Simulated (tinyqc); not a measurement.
Inside a calculation. Method: CCSD on RHF in the sto-6g basis, frozen core, for BeH2, spin multiplicity 1. One step of it, computed by the program tinyqc.

Question. Integrals over molecular orbitals. (pq|rs) = sum C_ip C_jq C_kr C_ls (ij|kl), one index at a time.

coefficients C:
```
               MO1        MO2        MO3        MO4       MO5        MO6        MO7
1Be 1s    0.994772  -0.201490   0.000000   0.038038  0.000000  -0.214579   0.000000
1Be 2s    0.020699   0.602318   0.000000  -0.167720  0.000000   1.037494   0.000000
1Be 2px   0.000000   0.000000   0.000000   0.000000  1.000000   0.000000   0.000000
1Be 2py   0.000000   0.000000   0.495161   0.000000  0.000000   0.000000   1.205824
1Be 2pz  -0.000127   0.015222   0.000000   0.984656  0.000000   0.180993   0.000000
2H 1s    -0.002527   0.396060   0.433110   0.083614  0.000000  -0.717523  -0.822398
3H 1s    -0.002527   0.396060  -0.433110   0.083614  0.000000  -0.717523   0.822398
```

core Hamiltonian H = T + V (hartree), lower triangle:
```
            1Be 1s     1Be 2s    1Be 2px    1Be 2py    1Be 2pz      2H 1s      3H 1s
1Be 1s   -8.616888
1Be 2s   -2.029023  -2.728699
1Be 2px   0.000000   0.000000  -2.227292
1Be 2py   0.000000   0.000000   0.000000  -2.406978
1Be 2pz  -0.001855  -0.016435   0.000000   0.000000  -2.228122
2H 1s    -0.341403  -0.959332   0.000000  -1.066752  -0.073884  -1.976962
3H 1s    -0.341403  -0.959332   0.000000   1.066752  -0.073884  -0.055044  -1.976962
```

Two-electron integrals (ij|kl) in chemists' order, unique and non-zero (hartree):
```
(11|11) 2.299996    (21|11) 0.361879    (21|21) 0.071926    (22|11) 0.570332
(22|21) 0.139654    (22|22) 0.417773    (31|31) 0.015252    (32|31) 0.022555
(32|32) 0.092340    (33|11) 0.570332    (33|21) 0.139654    (33|22) 0.417773
(33|33) 0.450117    (41|41) 0.015252    (42|41) 0.022555    (42|42) 0.092340
(43|43) 0.024258    (44|11) 0.570332    (44|21) 0.139654    (44|22) 0.417773
(44|33) 0.401601    (44|44) 0.450117    (51|51) 0.015252    (52|51) 0.022555
(52|52) 0.092340    (53|53) 0.024258    (54|54) 0.024258    (55|11) 0.570332
(55|21) 0.139654    (55|22) 0.417773    (55|33) 0.401601    (55|44) 0.401601
(55|55) 0.450117    (61|11) 0.061641    (61|21) 0.011914    (61|22) 0.023101
(61|33) 0.022910    (61|41) 0.001180    (61|42) 0.002309    (61|44) 0.023481
(61|51) 0.000080    (61|52) 0.000157    (61|54) 0.000039    (61|55) 0.022913
(61|61) 0.002088    (62|11) 0.164790    (62|21) 0.041091    (62|22) 0.135857
(62|33) 0.130548    (62|41) 0.005680    (62|42) 0.034828    (62|44) 0.146401
(62|51) 0.000386    (62|52) 0.002368    (62|54) 0.001078    (62|55) 0.130621
(62|61) 0.007563    (62|62) 0.068722    (63|31) 0.003735    (63|32) 0.017536
(63|43) 0.005859    (63|53) 0.000398    (63|63) 0.005874    (64|11) 0.182655
(64|21) 0.046077    (64|22) 0.158945    (64|33) 0.149633    (64|41) 0.009116
(64|42) 0.054070    (64|44) 0.177494    (64|51) 0.000366    (64|52) 0.002484
(64|54) 0.001496    (64|55) 0.149708    (64|61) 0.008859    (64|62) 0.091100
(64|64) 0.124055    (65|11) 0.012417    (65|21) 0.003132    (65|22) 0.010805
(65|33) 0.010172    (65|41) 0.000366    (65|42) 0.002484    (65|44) 0.011269
(65|51) 0.003760    (65|52) 0.017705    (65|54) 0.005933    (65|55) 0.010974
(65|61) 0.000602    (65|62) 0.006193    (65|64) 0.008034    (65|65) 0.006420
(66|11) 0.334259    (66|21) 0.084952    (66|22) 0.314552    (66|33) 0.292274
(66|41) 0.013092    (66|42) 0.105319    (66|44) 0.358803    (66|51) 0.000890
(66|52) 0.007160    (66|54) 0.004523    (66|55) 0.292581    (66|61) 0.016081
(66|62) 0.206820    (66|64) 0.289919    (66|65) 0.019709    (66|66) 0.774999
(71|11) 0.061641    (71|21) 0.011914    (71|22) 0.023101    (71|33) 0.022910
(71|41) -0.001180   (71|42) -0.002309   (71|44) 0.023481    (71|51) 0.000080
(71|52) 0.000157    (71|54) -0.000039   (71|55) 0.022913    (71|61) 0.001889
(71|62) 0.006249    (71|64) 0.006767    (71|65) 0.000502    (71|66) 0.012809
(71|71) 0.002088    (72|11) 0.164790    (72|21) 0.041091    (72|22) 0.135857
(72|33) 0.130548    (72|41) -0.005680   (72|42) -0.034828   (72|44) 0.146401
(72|51) 0.000386    (72|52) 0.002368    (72|54) -0.001078   (72|55) 0.130621
(72|61) 0.006249    (72|62) 0.034087    (72|64) 0.036740    (72|65) 0.003028
(72|66) 0.075049    (72|71) 0.007563    (72|72) 0.068722    (73|31) 0.003735
(73|32) 0.017536    (73|43) -0.005859   (73|53) 0.000398    (73|63) 0.002225
(73|73) 0.005874    (74|11) -0.182655   (74|21) -0.046077   (74|22) -0.158945
(74|33) -0.149633   (74|41) 0.009116    (74|42) 0.054070    (74|44) -0.177494
(74|51) -0.000366   (74|52) -0.002484   (74|54) 0.001496    (74|55) -0.149708
(74|61) -0.006767   (74|62) -0.036740   (74|64) -0.038475   (74|65) -0.003220
(74|66) -0.080358   (74|71) -0.008859   (74|72) -0.091100   (74|74) 0.124055
(75|11) 0.012417    (75|21) 0.003132    (75|22) 0.010805    (75|33) 0.010172
(75|41) -0.000366   (75|42) -0.002484   (75|44) 0.011269    (75|51) 0.003760
(75|52) 0.017705    (75|54) -0.005933   (75|55) 0.010974    (75|61) 0.000502
(75|62) 0.003028    (75|64) 0.003220    (75|65) 0.002489    (75|66) 0.006788
(75|71) 0.000602    (75|72) 0.006193    (75|74) -0.008034   (75|75) 0.006420
(76|11) 0.009175    (76|21) 0.002230    (76|22) 0.006765    (76|33) 0.006627
(76|44) 0.007032    (76|51) 0.000041    (76|52) 0.000205    (76|55) 0.006637
(76|61) 0.000372    (76|62) 0.002351    (76|64) 0.002829    (76|65) 0.000229
(76|66) 0.005860    (76|71) 0.000372    (76|72) 0.002351    (76|74) -0.002829
(76|75) 0.000229    (76|76) 0.000113    (77|11) 0.334259    (77|21) 0.084952
(77|22) 0.314552    (77|33) 0.292274    (77|41) -0.013092   (77|42) -0.105319
(77|44) 0.358803    (77|51) 0.000890    (77|52) 0.007160    (77|54) -0.004523
(77|55) 0.292581    (77|61) 0.012809    (77|62) 0.075049    (77|64) 0.080358
(77|65) 0.006788    (77|66) 0.168092    (77|71) 0.016081    (77|72) 0.206820
(77|74) -0.289919   (77|75) 0.019709    (77|76) 0.005860    (77|77) 0.774999
```

Give: one-electron integrals over orbitals h = C^T H C; Two-electron integrals over orbitals.

Answer.

one-electron integrals over orbitals h = C^T H C (hartree), lower triangle:
```
         1        2        3        4        5        6        7
1  -8.6081
2   0.2077  -2.2938
3   0.0000   0.0000  -2.2263
4  -0.0412   0.0235   0.0000  -2.2216
5   0.0000   0.0000   0.0000   0.0000  -2.2273
6   0.2085  -0.2534   0.0000  -0.0414   0.0000  -1.9171
7   0.0000   0.0000  -0.3134   0.0000   0.0000   0.0000  -1.8681
```

Two-electron integrals over orbitals (pq|rs), unique and non-zero (hartree); the lowest 1 orbital is frozen and left out:
```
(22|22) 0.3735      (32|32) 0.1593      (33|22) 0.3853      (33|33) 0.4083
(42|22) 0.0063      (42|33) 0.0081      (42|42) 0.0472      (43|32) 0.0119
(43|43) 0.0137      (44|22) 0.3512      (44|33) 0.3340      (44|42) -0.0236
(44|44) 0.4517      (52|52) 0.0467      (53|53) 0.0123      (54|52) -0.0075
(54|54) 0.0252      (55|22) 0.3522      (55|33) 0.3340      (55|42) -0.0092
(55|44) 0.4007      (55|55) 0.4501      (62|22) -0.0141     (62|33) -0.0401
(62|42) -0.0044     (62|44) 0.0642      (62|55) 0.0681      (62|62) 0.0836
(63|32) -0.0912     (63|43) -0.0101     (63|63) 0.0855      (64|22) 0.0012
(64|33) -0.0041     (64|42) 0.0416      (64|44) -0.0020     (64|55) 0.0068
(64|62) 0.0190      (64|64) 0.0466      (65|52) 0.0459      (65|54) -0.0048
(65|65) 0.0491      (66|22) 0.3770      (66|33) 0.3866      (66|42) 0.0197
(66|44) 0.3504      (66|55) 0.3548      (66|62) -0.0213     (66|64) 0.0124
(66|66) 0.3982      (72|32) -0.0401     (72|43) -0.0097     (72|63) 0.0626
(72|72) 0.0580      (73|22) -1.29e-04   (73|33) -0.0184     (73|42) -0.0134
(73|44) 0.0699      (73|55) 0.0707      (73|62) 0.0786      (73|64) 0.0096
(73|66) -0.0184     (73|73) 0.0879      (74|32) -0.0218     (74|43) 0.0115
(74|63) 0.0137      (74|72) 0.0042      (74|74) 0.0201      (75|53) 0.0132
(75|75) 0.0170      (76|32) 0.1380      (76|43) 0.0129      (76|63) -0.0885
(76|72) -0.0469     (76|74) -0.0185     (76|76) 0.1325      (77|22) 0.3991
(77|33) 0.4149      (77|42) 0.0015      (77|44) 0.3775      (77|55) 0.3768
(77|62) -0.0176     (77|64) -0.0044     (77|66) 0.4089      (77|73) 0.0040
(77|77) 0.4517
```
